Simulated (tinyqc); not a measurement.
Carbon nanotube by zone folding: sweeps and comparisons. A value that a table varies takes the place of the one given here.

Circumference C = n a1 + m a2, a = sqrt3 acc; d = a sqrt(n^2 + nm + m^2)/pi; tan(theta) = sqrt3 m/(2n + m); dR = gcd(2n + m, 2m + n); T = t1 a1 + t2 a2 with t1 = (2m + n)/dR, t2 = -(2n + m)/dR, |T| = sqrt3 pi d/dR; N = 2 (n^2 + nm + m^2)/dR hexagons a cell. On cutting line mu = 0 to N - 1 at x = k|T|/(2 pi) the phases are p1 = 2 pi (-t2 mu + m x)/N, p2 = 2 pi (t1 mu - n x)/N, and E = -/+ t |1 + exp(i p1) + exp(i p2)|.

Values chosen for the exercise (near those used for carbon; the results hold for these values, not for the real material): t = 2.76 eV (hopping); acc = 1.42 angstrom (bond length); tubes = ((14, 3), (7, 3), (13, 0), (10, 3), (13, 12), (6, 5), (10, 9)) (pairs (n, m)); n = 16 (chiral index); m = 0 (chiral index).

## Semiconducting tubes compared

E11 and E22 are twice the two lowest band edges; the cone gives E11 d = 2 t acc and E22/E11 = 2.

Tubes:
```
(n,m)    d (angstrom)  theta (deg)  (n - m) mod 3  E11 (eV)  E22 (eV)  E11 d/(2 t acc)  E22/E11
(14,3)          12.30          9.5              2    0.6471    1.2259            1.016    1.894
(7,3)            6.96         17.0              1    1.0970    2.2949            0.974    2.092
(13,0)          10.18          0.0              1    0.7514    1.6052            0.976    2.136
(10,3)           9.23         12.7              1    0.8302    1.7489            0.978    2.106
(13,12)         16.95         28.7              1    0.4613    0.9221            0.998    1.999
(6,5)            7.47         27.0              1    1.0383    2.0685            0.989    1.992
(10,9)          12.89         28.3              1    0.6060    1.2106            0.996    1.998
```

E11 follows 1/d first. For mod 1 the scaled E11 lies below one (0.974 to 0.998) and E22/E11 on both sides of two (1.992 to 2.136). For mod 2 the scaled E11 lies above one (1.016) and E22/E11 below two (1.894). The largest departure of the scaled E11 is that of (7,3); warping acts as cos(3 theta)/d, most for thin tubes near zigzag. Below about 8 angstrom curvature, left out of zone folding, changes the gaps further.

## Neighbouring tubes

Diameter, chiral angle and twice the lowest band edge. Each row changes one parameter from the base and keeps the others.

Results:
```
case                 d (angstrom)  theta (deg)  gap (eV)
base                       12.526         0.00    0.6135
n = 17                     13.309         0.00    0.5990
m = 1                      12.935         3.00    0.0000
t = 2.898 eV               12.526         0.00    0.6442
acc = 1.46 angstrom        12.879         0.00    0.6135
```

The largest shifts from the base row, up to three for each result and ties (the steps differ in size, so this ranks the rows, not the parameters). d (angstrom): n +0.783, m +0.409, acc +0.353; unchanged at the printed digits by t. theta (deg): m +3.00; unchanged at the printed digits by n, t and acc. gap (eV): m -0.6135, t +0.0307, n -0.0144; unchanged at the printed digits by acc. In zone folding the gap does not depend on acc at fixed (n, m); a step in n or m changes (n - m) mod 3 and closes the gap where that becomes zero.

(tinyqc, `OMP_NUM_THREADS=1 python tinyqc.py 1482733 1482734 out.jsonl`, Intel(R) Xeon(R) Processor @ 2.30GHz, 1 thread, shared host, about 0.06 s.)
